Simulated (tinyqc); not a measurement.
Heavy doping: gap narrowing, degeneracy and the minority density: one step. Degeneracy of the majority band. Two cases, with inputs chosen for the exercise.

Task: Solve for eta and form gam.

F_j(eta) = (1/Gamma(j + 1)) integral_0^infinity x^j dx/(1 + exp(x - eta)), which tends to exp(eta) for eta << 0.

Majority: N = Nc F_1/2(eta), eta the distance of EF beyond the majority band edge in kT. Degeneracy factor gam = F_1/2(eta)/exp(eta). ni0^2 = Nc Nv exp(-Eg/kT); product n p = ni0^2 gam exp(dEg/kT), dEg the true narrowing; apparent narrowing dEa = dEg + kT ln gam; minority density = n p/N.

Give: N/Nc; eta; gam.

Case 1.

Values chosen (out of a larger set: gap and densities of states near those of Si at this temperature; narrowing constants near the fits for Si; not measured data): N = 6e+18 1/cm^3 (ionised donors, equal to the majority density); Nc = 4.99e+19 1/cm^3 (conduction-band density of states).

Result:

N/Nc = 0.1202
eta = -2.0758
gam = 0.9584

Case 2.

Values chosen (out of a larger set: gap and densities of states near those of GaAs at this temperature; narrowing constants of the size fitted for Si, not for this material; not measured data): N = 4e+17 1/cm^3 (ionised donors, equal to the majority density); Nc = 3.32e+17 1/cm^3 (conduction-band density of states).

Result:

N/Nc = 1.205
eta = 0.6054
gam = 0.6577

Computed by tinyqc, one run a case: `OMP_NUM_THREADS=1 python tinyqc.py N N+1 out.jsonl` with N = 1652568, 1652598; one thread of a shared Intel(R) Xeon(R) Processor @ 2.30GHz, about 0.02 s a run at most.
